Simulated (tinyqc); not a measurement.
Collinear exchange A + BC -> AB + C on a London-Eyring-Polanyi-Sato surface: saddle, string of images and rate: one step, computed by the program tinyqc. Command: `OMP_NUM_THREADS=1 python tinyqc.py 3112723 3112724 out.jsonl leps walk`. One thread of a shared host (Intel(R) Xeon(R) Processor @ 2.30GHz), about 0.04 s of CPU time with the checks.

x = r(AB), y = r(BC), r(AC) = x + y. V is counted from separated atoms, the barrier from A + BC, that is V + D(BC).

Question. Frequencies at the saddle. Wilson matrix G = [[1/m_A + 1/m_B, -1/m_B], [-1/m_B, 1/m_B + 1/m_C]]; eigenvalues lambda of G H give nu = 15.6333042 THz x sqrt(|lambda|), the negative one being imaginary. Reactant: nu_BC from k = 2 D beta^2 and 1/m_B + 1/m_C. Skew angle: cos = sqrt(m_A m_C/((m_A + m_B)(m_B + m_C))).

Inputs (values chosen for the exercise, for a model exchange):
```
quantity,value,unit
D(BC),4.86,eV
beta(BC),1.8,1/angstrom
mass of A,35,u
mass of B,19,u
mass of C,1.008,u
```

Hessian (eV/angstrom^2):
```
,x,y
x,9.309038,9.974022
y,9.974022,4.912537
```

Constants: nu for 1 eV/(angstrom^2 u) = 15.6333042 THz.

Give: imaginary frequency; real frequency at the saddle; nu_BC; skew angle.

Answer.

imaginary frequency = 13.847 THz

real frequency at the saddle = 37.070 THz

nu_BC = 89.671 THz

skew angle = 79.589 degrees
